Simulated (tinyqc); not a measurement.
Bias-temperature instability, empirical power law with universal recovery: two steps of the calculation.

Threshold-voltage shift at the end of a stress: dV = A (V/V0)^g exp[-(Ea q/kB)(1/T - 1/T0)] (t/1 s)^n. After a delay tr the permanent share pp stays and the rest falls by r = 1/(1 + B (tr/t)^be). An empirical model: its parameters are fits, not properties.

Parameters, values chosen for the exercise: reference stress voltage V0 = 1.9 V; reference temperature T0 = 373 K; shift after 1 s at V0 and T0 A = 4.7 mV; time exponent n = 0.17; voltage exponent g = 4.1; apparent activation energy of the shift Ea = 0.05 eV; permanent share pp = 0.48; recovery scale B = 5.5; recovery dispersion be = 0.1; use voltage V = 1 V; use temperature T = 358 K; failure criterion dc = 70 mV; delay before the measurement tr = 1 s.

Constants: q = 1.602176634e-19 C, kB = 1.380649e-23 J/K. Results are converted to the units shown.

Task 1. Shift and lifetime at use conditions. The lifetime solves dV = dc; ten years are 3.15576e8 s.

Find: voltage factor; temperature factor; shift after ten years; lifetime; largest voltage for ten years.

Result 1.

voltage factor = 0.071963
temperature factor = 0.93690
shift after ten years = 8.8257 mV
lifetime = 1.951e6 years
largest voltage for ten years = 1.6571 V

The device passes: the shift at ten years is below dc. A lifetime beyond 100 years is a far extrapolation of the power law. In time the voltage exponent is g/n = 24.1 and the activation energy Ea/n = 0.294 eV.

Task 2. What a delayed measurement sees. At V0 and T0, measured shift = dV [pp + (1 - pp) r]; the apparent exponent is the slope of ln(shift) against ln t between the first and last point.

t, point 0 to 2 (s): [1, 10, 100]

Give: dV; share left; measured; apparent n.

Result 2.

```
point,dV (mV),share left,measured (mV)
0,4.700,0.5600,2.632
1,6.952,0.5769,4.010
2,10.28,0.5963,6.132
```

apparent n = 0.1836

The delay hides 40.4 % of the last shift and raises the exponent from 0.17 to 0.184, since short stresses recover by a larger share.

Numbers from tinyqc (`OMP_NUM_THREADS=1 python tinyqc.py 2070030 2070031 out.jsonl`; about 0.01 s on one thread of a shared Intel Xeon 2.30GHz).
